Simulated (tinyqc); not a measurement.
## Ferroelectric with a first-order transition, Landau-Devonshire energy: polarisation and permittivity against temperature

One domain with free energy u = al P^2 + be P^4 + ga P^6 - E P, al = a0 (T - T0), be < 0 < ga (P in uC/cm^2, E in kV/cm, u in mJ/cm^3). Equilibrium: E = 2 al P + 4 be P^3 + 6 ga P^5; a state is stable against small changes where dE/dP > 0. The coercive field is that of uniform switching, which real films, switching by domains, do not reach.

Ps^2 = [-be + sqrt(be^2 - 3 al ga)]/(3 ga); Pc^2 = [-3 be + sqrt(9 be^2 - 15 al ga)]/(15 ga), Ec = -E(Pc); susceptibility chi = 1/(eps0 dE/dP). TC = T0 + be^2/(4 a0 ga), where u(Ps) = u(0); T1 = T0 + be^2/(3 a0 ga), where the polar minimum disappears. For the non-polar state chi0 = 1/(2 eps0 al).

Inputs (values chosen for the exercise):
- a0 = 0.037 kV cm/(uC K) (slope of the quadratic coefficient)
- T0 = 700 K (Curie-Weiss temperature)
- be = -0.0098 kV cm^5/uC^3 (quartic coefficient)
- ga = 1.7e-5 kV cm^9/uC^5 (sixth-order coefficient)

Constants: eps0 = 8.8541878128e-14 F/cm where lengths are in cm. Results are converted to the units shown.

Polarisation and permittivity against temperature:
```
T (K)	Ps (uC/cm^2)	u(Ps) (mJ/cm^3)	Ec (kV/cm)	chi at Ps	chi0
500	24.88	-4304	302.3	104.9	unstable
580	23.33	-2579	198.7	144.4	unstable
640	21.81	-1444	124.8	205.1	unstable
675	20.66	-858.3	83.45	276.4	unstable
692	19.97	-598.4	63.94	335.7	unstable
710.2	19.08	-341.2	43.52	442.6	14960
725.4	18.12	-146.2	26.89	620.2	6009
735.6	17.25	-27.87	15.97	883.3	4287
745.8	15.90	76.75	5.259	1800	3332
749.9	14.80	112.9	1.023	4702	3059
```

Read the table: what changes, and by how much?

Ps falls from 24.9 to 14.8 uC/cm^2 without reaching zero, Ec falls from 302 to 1.02 kV/cm and chi rises from 105 to 4700. u(Ps) turns positive at TC = 738.2 K: the 2 row(s) above it are metastable, up to T1 = 750.9 K. Between T0 = 700 K and TC the non-polar state is the metastable one.

Numbers from tinyqc (`OMP_NUM_THREADS=1 python tinyqc.py 2860006 2860007 out.jsonl`; about 0.01 s on one thread of a shared Intel Xeon 2.30GHz).
